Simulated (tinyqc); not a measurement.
Inside a calculation (part 3 of 3). Method: UHF in the 6-311g basis, for H2, spin multiplicity 1. Computed by tinyqc, a small Python program that keeps every step (integrals from PySCF). Command: `OMP_NUM_THREADS=1 python tinyqc.py 21590 21591 out.jsonl` (the two numbers bound the seeds that draw the settings). One thread of a shared host (Intel(R) Xeon(R) Processor @ 2.60GHz), about 0.1 s of CPU time with the checks.

Geometry (angstrom):
```
atom        x        y        z
H     0.00000  0.00000  0.00000
H     0.00000  0.00000  1.22600
```

## Convergence

Stop when the energy changes by less than 1e-10 hartree and every element of the error matrix X^T (F D S - S D F) X (for each spin) is below 3e-06.

Course of the cycle:
```
iteration  E (hartree)     change  largest element of the error matrix
1           -0.6784907          -                             2.70e-01
2           -0.8446016  -1.66e-01                             1.59e-01
3           -0.9407668  -9.62e-02                             8.22e-02
4           -0.9940447  -5.33e-02                             4.28e-02
5           -1.0219735  -2.79e-02                             2.24e-02
6           -1.0357815  -1.38e-02                             1.13e-02
7           -1.0436542  -7.87e-03                             5.73e-03
8           -1.0480226  -4.37e-03                             2.89e-03
9           -1.0504344  -2.41e-03                             1.44e-03
10          -1.0517411  -1.31e-03                             7.03e-04
11          -1.0524630  -7.22e-04                             3.33e-04
12          -1.0528503  -3.87e-04                             1.63e-04
13          -1.0530464  -1.96e-04                             8.15e-05
14          -1.0531446  -9.82e-05                             4.07e-05
...                ...        ...                                  ...
21          -1.0532422  -7.69e-07                             3.18e-07
22          -1.0532426  -3.85e-07                             1.59e-07
23          -1.0532428  -1.92e-07                             7.96e-08
24          -1.0532429  -9.61e-08                             3.98e-08
25          -1.0532429  -4.81e-08                             1.99e-08
26          -1.0532429  -2.40e-08                             9.95e-09
27          -1.0532429  -1.20e-08                             4.97e-09
28          -1.0532429  -6.01e-09                             2.49e-09
29          -1.0532429  -3.00e-09                             1.24e-09
30          -1.0532429  -1.50e-09                             6.22e-10
31          -1.0532429  -7.51e-10                             3.11e-10
32          -1.0532429  -3.76e-10                             1.55e-10
33          -1.0532429  -1.88e-10                             7.77e-11
34          -1.0532429  -9.39e-11                             3.89e-11
```

PySCF UHF in the same basis, after a stability check = -1.0532429 hartree

Converged in 34 iterations.

## Populations, bond orders and dipole

D(alpha) after iteration 34:
```
         1H 1s    1H 2s    1H 3s    2H 1s    2H 2s    2H 3s
1H 1s  0.03216  0.06914  0.04876  0.02005  0.03803  0.02283
1H 2s  0.06914  0.14861  0.10482  0.04310  0.08175  0.04908
1H 3s  0.04876  0.10482  0.07392  0.03040  0.05766  0.03462
2H 1s  0.02005  0.04310  0.03040  0.01250  0.02371  0.01424
2H 2s  0.03803  0.08175  0.05766  0.02371  0.04497  0.02700
2H 3s  0.02283  0.04908  0.03462  0.01424  0.02700  0.01621
```

D(beta) after iteration 34:
```
         1H 1s    1H 2s    1H 3s    2H 1s    2H 2s    2H 3s
1H 1s  0.01250  0.02371  0.01424  0.02005  0.04310  0.03040
1H 2s  0.02371  0.04497  0.02700  0.03803  0.08175  0.05766
1H 3s  0.01424  0.02700  0.01621  0.02283  0.04908  0.03462
2H 1s  0.02005  0.03803  0.02283  0.03216  0.06914  0.04876
2H 2s  0.04310  0.08175  0.04908  0.06914  0.14861  0.10482
2H 3s  0.03040  0.05766  0.03462  0.04876  0.10482  0.07392
```

overlap S:
```
         1H 1s    1H 2s    1H 3s    2H 1s    2H 2s    2H 3s
1H 1s  1.00000  0.70638  0.37366  0.03381  0.17633  0.22457
1H 2s  0.70638  1.00000  0.78896  0.17633  0.41708  0.51876
1H 3s  0.37366  0.78896  1.00000  0.22457  0.51876  0.75901
2H 1s  0.03381  0.17633  0.22457  1.00000  0.70638  0.37366
2H 2s  0.17633  0.41708  0.51876  0.70638  1.00000  0.78896
2H 3s  0.22457  0.51876  0.75901  0.37366  0.78896  1.00000
```

Mulliken: Z minus the diagonal of D S on the atom; Loewdin: the same with S^(1/2) D S^(1/2); Mayer order: 2 sum_s sum (D(s) S)_ij (D(s) S)_ji over the two atoms.

Charges (e):
```
atom  Mulliken  Loewdin  Mulliken spin
1H           0        0        0.39378
2H           0        0       -0.39378
```

Mayer bond orders:
```
pair    order
2-1   0.84494
```

dipole moment about the origin, x y z (debye): 0.00000  0.00000  0.00000

<S^2> of the determinant (pure state: 0) = 0.10859
